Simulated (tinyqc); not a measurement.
# Worked calculation: MOS inversion layer, Poisson-Schroedinger loop

Program tinyqc, `OMP_NUM_THREADS=1 python tinyqc.py 2160109 2160110 out.jsonl`; Intel Xeon 2.30GHz, shared host, one thread, about 0.6 s. Printed values are rounded.

Electrons confined at an insulator interface at z = 0, treated as a hard wall; parabolic valleys, Hartree approximation, no image or exchange terms. The depletion charge lies far deeper than the electrons and gives a uniform field q Nd/(eps0 eps_r); the gate balances all charge. Energies are counted from the band edge at the interface.

Parameters, values chosen for the exercise; masses and permittivity close to those of silicon (111): temperature T = 77 K; relative permittivity eps_r = 11.9; mass along z of valley set A (6 valley(s)) mz1 = 0.263 m0; in-plane density-of-states mass of set A md1 = 0.354 m0; sheet density of electrons Ns = 3.1e11 cm^-2; sheet density of depletion charge Nd = 1e11 cm^-2; mesh step hz = 1.6 nm; mixing factor a = 0.5.

Constants: q = 1.602176634e-19 C, kB = 1.380649e-23 J/K, hbar = 1.054571817e-34 J s, m0 = 9.1093837015e-31 kg, Vt = kB T/q, eps0 = 8.8541878128e-14 F/cm where lengths are in cm, hbar^2/(2 m0) = 0.0380998212 eV nm^2. Results are converted to the units shown.

## Fixed part of the potential

z, node 1 to 18 (nm): [1.6, 3.2, 4.8, 6.4, 8, 9.6, 11.2, 12.8, 14.4, 16, 17.6, 19.2, 20.8, 22.4, 24, 25.6, 27.2, 28.8]

V0 = q Nd z/(eps0 eps_r) in eV.

fixed potential V0, node 1 to 18 (eV): [0.0024330, 0.0048659, 0.0072989, 0.0097318, 0.0121648, 0.0145978, 0.0170307, 0.0194637, 0.0218966, 0.0243296, 0.0267625, 0.0291955, 0.0316285, 0.0340614, 0.0364944, 0.0389273, 0.0413603, 0.0437933]

## Round 1: levels and probability densities

self-consistent potential U at the start, node 1 to 18 (eV): [0, 0, 0, 0, 0, 0, 0, 0, 0, 0, 0, 0, 0, 0, 0, 0, 0, 0]

Tridiagonal Hamiltonian with psi = 0 one step beyond both ends: H_ii = C (1/m_(i-1/2) + 1/m_(i+1/2))/hz^2 + V0_i + U_i, H_(i,i+1) = -C/(m_(i+1/2) hz^2), C = hbar^2/(2 m0). The lowest 2 level(s) are kept, normalised to hz sum |psi|^2 = 1. The mass is the same on all intervals.

levels (eV): A1 0.0161601, A2 0.0281547
|psi|^2 of A1, node 1 to 18 (1/nm): [0.025580, 0.079005, 0.119799, 0.127422, 0.107095, 0.075318, 0.045818, 0.024635, 0.011886, 0.005204, 0.002086, 0.000771, 0.000264, 0.000084, 0.000025, 0.000007, 0.000002, 0.000000]
|psi|^2 of A2, node 1 to 18 (1/nm): [0.0246731, 0.0589303, 0.0522256, 0.0169201, 0.0001150, 0.0220499, 0.0628442, 0.0921750, 0.0960324, 0.0794720, 0.0551634, 0.0331429, 0.0175783, 0.0083272, 0.0035341, 0.0013253, 0.0004118, 0.0000795]

## Round 1: Fermi level and occupations

Level k holds N_k = D_k Vt ln(1 + exp((EF - E_k)/Vt)) with D = 6 md1 m0 q/(pi hbar^2) per eV (spin included); EF is fixed by sum N_k = Ns.

EF = -0.00424961 eV
N_k (cm^-2): A1 2.65602e11, A2 4.43977e10

## Round 1: density, output potential and mixing

n_i = sum_k N_k |psi_k|^2 (converted to cm^-3). Hartree part by Gauss: on the interval before node i the electrons still beyond are S_i = Ns - hz sum_(j<i) n_j, and U_i = U_(i-1) + q S_i hz/(eps0 eps_r) in eV, U_0 = 0 at the interface. Mixing: U(new) = U + a (U(out) - U).

n, node 1 to 18 (in units of 1e17 cm^-3): [0.78896, 2.36003, 3.41376, 3.45948, 2.84499, 2.09836, 1.49595, 1.06354, 0.74204, 0.49106, 0.30031, 0.16761, 0.08505, 0.03920, 0.01635, 0.00607, 0.00187, 0.00036]
U(out), node 1 to 18 (eV): [0.0075422, 0.0147772, 0.0210936, 0.0260810, 0.0297218, 0.0322551, 0.0339716, 0.0351057, 0.0358259, 0.0362571, 0.0364973, 0.0366205, 0.0366784, 0.0367033, 0.0367129, 0.0367161, 0.0367170, 0.0367171]
U after round 1, node 1 to 18 (eV): [0.0037711, 0.0073886, 0.0105468, 0.0130405, 0.0148609, 0.0161276, 0.0169858, 0.0175529, 0.0179129, 0.0181286, 0.0182486, 0.0183102, 0.0183392, 0.0183516, 0.0183564, 0.0183581, 0.0183585, 0.0183586]

## Course of the self-consistent loop

Start from U = 0. Stop when the largest |U(out) - U| is below 1e-7 eV, or after 60 rounds. From round 2 on: Anderson mixing of depth m keeps the last m inputs V and residuals F = V(out) - V(in), fits c by least squares to F = dF c over their successive differences dF, dV, and sets V(new) = V + a F - (dV + a dF) c. Here m = 4.

Course of the iteration:
```
round  level A1 (eV)      EF (eV)  largest |U(out) - U| (eV)
1          0.0161601  -0.00424961                     0.0367
2          0.0281397   0.00813555                     0.0114
3          0.0348401    0.0149163                    2.00e-3
4          0.0364842    0.0165371                    1.33e-4
5          0.0365592    0.0166040                    5.54e-5
6          0.0365598    0.0166064                    2.13e-6
7          0.0365590    0.0166056                    1.73e-7
8          0.0365590    0.0166056                    8.28e-8
```

Converged in 8 rounds.

## Converged levels, occupations and centroid

converged U, node 1 to 18 (eV): [0.0075421, 0.0143506, 0.0194698, 0.0228021, 0.0248116, 0.0260012, 0.0267104, 0.0271310, 0.0273722, 0.0275026, 0.0275682, 0.0275986, 0.0276116, 0.0276167, 0.0276185, 0.0276191, 0.0276193, 0.0276193]

Solve for the levels with V0 + U, find EF, n_i = sum_k N_k |psi_k|^2 (in cm^-3); share of each level N_k/Ns; centroid sum n z/sum n.

levels (eV): A1 0.0365590, A2 0.0525866
EF = 0.0166056 eV
shares (%): A1 91.6328, A2 8.3672
n, node 1 to 18 (in units of 1e17 cm^-3): [1.88487, 4.33964, 4.59006, 3.39826, 2.10596, 1.23445, 0.74131, 0.46092, 0.28451, 0.16663, 0.09025, 0.04476, 0.02030, 0.00843, 0.00319, 0.00109, 0.00031, 0.00006]
centroid = 5.85916 nm

An 800-node mesh to 48 nm with 8 levels a set gives A1 = 0.03692 eV, EF = 0.01688 eV and a centroid of 6.116 nm; the levels kept above hold 98.1 % of the electrons there. The coarse centroid is 4.2 % below the fine one.

## Closed-form estimates

Triangular well: E_k = a_k (C F^2/mz)^(1/3), a_1 = 2.338107, a_2 = 4.087949, C = hbar^2/(2 m0), F in eV/nm. Fang-Howard (all electrons in the lowest level of set A): b^3 = 6 (mz1/C) q (Nd + 11 Ns/32)/(eps0 eps_r), centroid 3/b, level C b^2/(4 mz1) + (3/b) q (Nd + 11 Ns/16)/(eps0 eps_r). Use F = q (Nd + Ns)/(eps0 eps_r), the surface field, and F = q (Nd + Ns/2)/(eps0 eps_r).

A1 with the surface field = 0.0415961 eV
A1 with Nd + Ns/2 = 0.0303080 eV
A2 with Nd + Ns/2 = 0.0529905 eV
b = 0.506699 1/nm
Fang-Howard centroid = 5.92067 nm
Fang-Howard level = 0.0374889 eV

Against the self-consistent A1 = 0.03692 eV on a fine mesh, the surface-field estimate is 13 % above it, the half-charge one 18 % below it and Fang-Howard 1.5 % above it. A1 holds 90.5 % of the electrons, and the Fang-Howard centroid is 3.2 % below the full one.
